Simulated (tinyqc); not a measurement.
AlGaN/GaN HEMT with access regions, lumped model: one step of the calculation.

A polarisation-induced electron sheet under a Schottky gate, in series with two ungated access regions and contacts. Drift law v = mu E/(1 + mu E/vs) under the gate. Currents in mA/mm, resistances in ohm mm. No self-heating, no channel-length modulation; fits for polarisation, barrier and offset are chosen for the exercise.

Problem. On-resistance and breakdown. sigma = (5e13 x + 1.6e13 x^2) cm^-2, phiB = 0.84 + 1.3 x, dEc = 0.7 (1.71 x + x^2) in volts, Cb = eps0 eps_r/d, VT = phiB - dEc - q sigma/Cb, access density n0 = -Cb VT/q. Ron = 2 Rc + Ls/(q mu n0) + Ld/(q mu (1 - ft) n0) + Lg/(mu Cb (Vg - VT)). Off state: a depleted stretch that holds the voltage V has the peak field sqrt(k V), k = 2 q n0/(eps0 eps_r te), so one edge holds V1 = Ec^2/k. The sheet under the plate pinches off at Vf = q n0 (1/Cb + tf/(eps0 ei)); beyond it the gate edge is screened. BV = V1 if Vf >= V1, else Vf + V1, and at most Ec Ld. Specific resistance Ron (Ls + Lg + Ld); figure of merit BV^2 over it.

Values chosen for this exercise; values close to those of AlGaN/GaN structures:
- x = 0.2 (aluminium share of the barrier)
- d = 25 nm (barrier thickness)
- eps_r = 9.5 (relative permittivity of barrier and channel)
- mu = 1600 cm^2/(V s) (channel mobility)
- vs = 1.2e7 cm/s (saturation velocity)
- Lg = 1.5 um (gate length)
- Ls = 1.5 um (source access length)
- Ld = 2 um (drain access length)
- Rc = 0.51 ohm mm (resistance of each contact)
- ft = 0 (share of the drain-access electrons removed by traps)
- Vg = 0 V (gate voltage)
- Ec = 2.8 MV/cm (critical field)
- te = 0.31 um (depth over which the depleted charge spreads)
- tf = 100 nm (insulator under the field plate)
- ei = 3.9 (relative permittivity of that insulator)

Constants: q = 1.602176634e-19 C, eps0 = 8.8541878128e-14 F/cm where lengths are in cm. Results are converted to the units shown.

Give: Ron; Vf; V1; BV; specific resistance; figure of merit.

Solution.

Ron = 3.2136 ohm mm
Vf = 45.489 V
V1 = 71.752 V
BV = 117.24 V
specific resistance = 0.16068 mohm cm^2
figure of merit = 85.544 MW/cm^2

The plate raises BV by a factor of 1.63.

Numbers from tinyqc (`OMP_NUM_THREADS=1 python tinyqc.py 2570156 2570157 out.jsonl`; about 0.03 s on one thread of a shared Intel Xeon 2.30GHz).
